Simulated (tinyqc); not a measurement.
# Modulation-doped quantum well, Poisson-Schroedinger loop: effect of the temperature

A well of width L centred at z = 0 between barriers Vb; effective-mass electrons, parabolic bands. The electrons come from donor sheets outside the mesh, a share fL of Ns on the left and the rest on the right, so the structure is neutral. Energies are counted from the band edge of the well, with U = 0 on the first node in the Hartree part.

Schroedinger equation -C d/dz (1/m) dpsi/dz + (V0 + U) psi = E psi, C = hbar^2/(2 m0), on a fine mesh (400 intervals across the well) with hard walls 3.78 nm outside the well edges (to within half a fine step); the lowest 2 levels are kept. V0 = 0 in the well and Vb outside, plus q Fz z (1 kV/cm = 1e-4 eV/nm). N_k = D Vt ln(1 + exp((EF - E_k)/Vt)), D = md m0 q/(pi hbar^2), sum N_k = Ns; n = sum N_k |psi_k|^2. dU/dz = q (fL Ns - integral of n from the left)/(eps0 eps_r). The loop is converged to 1e-9 eV; shares under 0.001 % are printed as 0.

Values chosen for this exercise; material values those of a made-up well: mass along z in the well mw = 0.039 m0; mass along z in the barriers mb = 0.0936 m0; in-plane mass md = 0.0393 m0; barrier height Vb = 0.524 eV; relative permittivity (all layers) eps_r = 14.9; well width L = 7.56 nm; sheet density of electrons Ns = 4e11 cm^-2; share of the donors on the left side fL = 0; applied field along z Fz = -48 kV/cm.

Constants: q = 1.602176634e-19 C, kB = 1.380649e-23 J/K, hbar = 1.054571817e-34 J s, m0 = 9.1093837015e-31 kg, Vt = kB T/q, eps0 = 8.8541878128e-14 F/cm where lengths are in cm, hbar^2/(2 m0) = 0.0380998212 eV nm^2. Results are converted to the units shown.

Effect of the temperature:

| T (K) | E2 - E1 (meV) | EF - E1 (meV) | share of E2 (%) | centroid (nm) | charge in the barriers (%) | range of U in the well (meV) |
|---|---|---|---|---|---|---|
| 4 | 226 | 24.4 | 0 | 0.256 | 4.72 | 17.2 |
| 20 | 226 | 24.4 | 0 | 0.256 | 4.72 | 17.2 |
| 50 | 226 | 24.4 | 0 | 0.256 | 4.72 | 17.2 |
| 100 | 226 | 23.8 | 0 | 0.256 | 4.72 | 17.2 |
| 150 | 226 | 22.2 | 0 | 0.256 | 4.72 | 17.2 |
| 200 | 226 | 19.6 | 0 | 0.256 | 4.72 | 17.2 |
| 300 | 226 | 11.6 | 0.0268 | 0.255 | 4.72 | 17.2 |
| 400 | 226 | 0.840 | 0.207 | 0.255 | 4.74 | 17.2 |

As T goes from 4 to 400, E2 - E1 stays near 226 meV, EF - E1 falls from 24.4 to 0.840 meV and the share of E2 rises from 0 to 0.207 %. EF stays below E2 throughout. In every row E2 or EF lies over 150 meV above E1, where non-parabolicity matters for so light a mass.

Program tinyqc, `OMP_NUM_THREADS=1 python tinyqc.py 2140110 2140111 out.jsonl`; Intel Xeon 2.30GHz, shared host, one thread, about 0.2 s.
